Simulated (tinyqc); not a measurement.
Six-band hole subbands of a thin body in a field: sweeps and comparisons. A value that a table varies takes the place of the one given here.

Basis X, Y, Z times spin, hole energies counted downwards from the unstrained edge (the hydrostatic shift is left out), c = hbar^2/2m0. For a symmetric tensor T let C(T) have C_XX = L Txx + M (Tyy + Tzz), C_XY = N Txy (cyclic), L = c (g1 + 4 g2), M = c (g1 - 2 g2), N = 6 c g3. k = q + kz n, n the unit normal, q = k1 u + k2 v with u along the channel [1-10] and v = n x u. H = C(k k^T) + (Dso/3)(1 - L.sigma) - B + e F z with (L_k)_ij = -i epsilon_kij; B is the block C built from the traceless strain with 2b, -b and sqrt(3) d in place of L, M, N. Strain: exx = eyy = (s11 + s12) sx/2, ezz = s12 sx, exy = -s44 sx/4. Hard walls at z = 0 and t; basis sin(j pi z/t), j = 1 to Nz: kz^2 = (j pi/t)^2, kz = -i D with D_jl = 4 j l/(t (j^2 - l^2)), z_jj = t/2 and z_jl = -8 t j l/(pi (j^2 - l^2))^2 for j + l odd; 1 MV/cm = 0.01 eV/angstrom.

Nz = 14. E1 is the top subband at q = 0, gap the distance to the next pair, and the masses are c q^2/(E(q) - E1) at |q| = 0.02 1/angstrom (mean of the spin pair) along the channel [1-10] and across it in the plane; a dash marks a band that does not rise.

Constants: hbar^2/2m0 = 3.80998211 eV angstrom^2.

Parameters, chosen for this exercise (near those of a p-type Si channel; not measured data): g1 = 4.27 (Luttinger gamma1); g2 = 0.34 (gamma2); g3 = 1.45 (gamma3); Dso = 0.045 eV (spin-orbit splitting); b = -2.13 eV (tetragonal potential); d = -4.82 eV (trigonal potential); S = (7.58, -2.17, 12.78) 1/TPa (compliances s11, s12, s44); face = 110 (surface); t = 75 angstrom (body thickness); F = 0.5 MV/cm (field across the body); sx = -1 GPa (stress along the channel [1-10], negative in compression).

## Stress along the channel

Each row has its own sx.

Results:
```
sx (GPa)  E1 (meV)  gap (meV)  m channel  m across
-3.0         -28.9       51.1      0.114     0.279
-2.0           8.0       51.0      0.114     0.279
-1.0          44.8       50.9      0.115     0.279
-0.5          63.1       50.8      0.115     0.279
0.0           81.3       50.5      0.116     0.279
0.5           99.4       48.9      0.117     0.280
1.0          117.0       36.1      0.121     0.282
```

What can be read from the table?

Under 2 GPa of compression the channel mass goes from 0.116 to 0.114 m0, the mass across at 0.279; the gap to the next subband is 51, 50 and 36 meV at -2, 0 and +1 GPa. The lightest channel mass of the table, 0.114 m0, is at -3.0 and -2.0 GPa. Compression changes the channel mass little here, since confinement on this face has already singled out the orbital that the stress favours.

## Surface orientation and number of bands

Three faces, six bands; and four bands, with Dso set to 1000 eV.

Results:
```
case           E1 (meV)  gap (meV)  m channel  m across
(001) 6 bands     136.2       53.9      0.170     2.009
(001) 4 bands     147.9       49.8      0.206     0.557
(110) 6 bands      44.8       50.9      0.115     0.279
(110) 4 bands     113.2       93.9      0.148     0.312
(111) 6 bands      92.3       62.2      0.146     0.927
(111) 4 bands     107.7       87.0      0.177     0.210
```

What does this show, and why?

With six bands the top subband is shallowest on (110) (44.8 meV) and deepest on (001). Without the stress E1 would be 163.5, 81.3 and 118.6 meV, so the stress moves it by -27.3, -36.6 and -26.3 meV. The lightest channel mass is on (110) (0.115 m0). Dropping the split-off band moves E1 by 11.7, 68.4 and 15.5 meV and the gap by -4.1, 43.0 and 24.8 meV on the three faces, with Dso = 45 meV.

## What each parameter does

Six bands. Each row changes one parameter from the base and keeps the others.

Results:
```
case             E1 (meV)  gap (meV)  m channel (m0)  m across (m0)
base                 44.8       50.9           0.115          0.279
t = 65 angstrom      44.8       50.9           0.115          0.279
F = 0.8 MV/cm        70.1       69.7           0.115          0.279
sx = -1.5 GPa        26.4       51.0           0.114          0.279
g3 = 1.35            64.1       65.8           0.119          0.279
g2 = 0.39            48.7       54.0           0.115          0.287
Dso = 0.068 eV       50.8       50.9           0.115          0.280
d = -3.86 eV         50.0       50.9           0.115          0.279
```

What does this show?

The largest shifts from the base row, up to three for each result and ties (the steps differ in size, so this ranks the rows, not the parameters). E1 (meV): F +25.4, g3 +19.3, sx -18.4; unchanged at the printed digits by t. gap (meV): F +18.8, g3 +14.9, g2 +3.1; unchanged at the printed digits by t, Dso and d. m channel (m0): g3 +0.004, sx -0.000; unchanged at the printed digits by t, F, g2, Dso and d. m across (m0): g2 +0.008, Dso +0.001; unchanged at the printed digits by t, F, sx, g3 and d.

Computed by tinyqc, a small Python program: `OMP_NUM_THREADS=1 python tinyqc.py 1251441 1251442 out.jsonl` (the numbers bound the seed that draws the inputs); one thread of a shared host (Intel(R) Xeon(R) Processor @ 2.30GHz), about 0.3 s for the whole set of steps.
